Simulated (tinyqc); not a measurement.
Gas flow in a process chamber: flow regimes, conductance, effective pumping speed, pump-down, outgassing and purge: one step, computed by the program tinyqc. Command: `OMP_NUM_THREADS=1 python tinyqc.py 3120169 3120170 out.jsonl pump walk`. One thread of a shared host (Intel(R) Xeon(R) Processor @ 2.30GHz), about 0.09 s of CPU time with the checks.

Ideal gas, isothermal flow, a pump of constant speed at the end of a round pipe; process gas, volume gas and outgassing are given the same properties. 1 sccm = 101325 Pa x 1e-6 m^3/60 s x T/273.15 K.

Question. Molecular flow. Mean speed c = sqrt(8 k_B T/(pi m)); aperture conductance C_a = c pi d^2/16; molecular pipe C_m = C_a/(1 + 3 l/(4 d)) (Dushman form); viscous pipe C_v = pi d^4 p_mean/(128 eta l); Knudsen interpolation C = C_v + C_m (1 + x)/(1 + 1.24 x), x = d p_mean sqrt(m/(k_B T))/eta. Effective speed 1/S_eff = 1/S + 1/C_m; time constant V/S_eff; pressure at which the free path k_B T/(sqrt2 pi d_m^2 p) equals d.

Inputs (values chosen for the exercise, modelled on nitrogen near room temperature):
```
quantity            value   unit
molar mass M        28.01  g/mol
molecular diameter   0.37     nm
temperature T         350      K
chamber volume V       26      L
pipe diameter d       6.3     cm
pipe length l         110     cm
pump speed S           41    L/s
```

Constants: k_B = 1.380649e-23 J/K; u = 1.6605390666e-27 kg.

Give: mean speed c; C_a; C_m; S_eff in molecular flow; time constant; pressure where the free path equals d.

Answer.

mean speed c = 514.4 m/s

C_a = 400.8 L/s

C_m = 28.44 L/s

S_eff in molecular flow = 16.79 L/s

time constant = 1.548 s

pressure where the free path equals d = 0.1261 Pa

The pipe passes on 41 % of the pump speed.
